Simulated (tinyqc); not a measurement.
Double-gate transistor below threshold, two-dimensional Poisson equation on a small mesh: one step of the calculation.

Half of a symmetric double-gate structure: row 0 is the mid-plane of the body, where the normal field vanishes. Mobile charge is neglected (subthreshold), the body is fully depleted, and potentials are counted from the intrinsic level; rows run upward to the gate, columns from source to drain.

Task. Barrier, swing and barrier lowering. The barrier is read along row 0, the path farthest from the gate. Take the node j of lowest psi: barrier Vbi - psi_j; swing Vt ln 10/(d psi_j/dVg); DIBL = (d psi_j/dVd)/(d psi_j/dVg). The derivatives solve the same equations with s = 0 and a unit change of that voltage.

Parameters, values chosen for the exercise: temperature T = 293 K; potential of the source Vbi = 0.59 V.

Constants: q = 1.602176634e-19 C, kB = 1.380649e-23 J/K, Vt = kB T/q. Results are converted to the units shown.

converged psi (V):
```
	j=0	j=1	j=2	j=3	j=4	j=5
row 0	0.5900000	0.2923792	0.2166069	0.2435591	0.4313708	1.0900000
row 1	0.5900000	0.2815468	0.2115911	0.2357046	0.4083816	1.0900000
row 2	0.5900000	0.2474235	0.1973888	0.2133420	0.3356912	1.0900000
row 3	0.1700000	0.1700000	0.1700000	0.1700000	0.1700000	0.1700000
```

d psi/dVg on row 0: j=0 0.00000000, j=1 0.71361942, j=2 0.91032386, j=3 0.91032386, j=4 0.71361942, j=5 0.00000000
d psi/dVd on row 0: j=0 0.0000000, j=1 0.0041987, j=2 0.0178859, j=3 0.0717902, j=4 0.2821819, j=5 1.0000000

Wanted: j; barrier; swing; DIBL.

Result.

j = 2
barrier = 0.37339 V
swing = 63.865 mV/decade
DIBL = 19.648 mV/V

Program tinyqc, `OMP_NUM_THREADS=1 python tinyqc.py 2480169 2480170 out.jsonl`; Intel Xeon 2.30GHz, shared host, one thread, about 0.1 s.
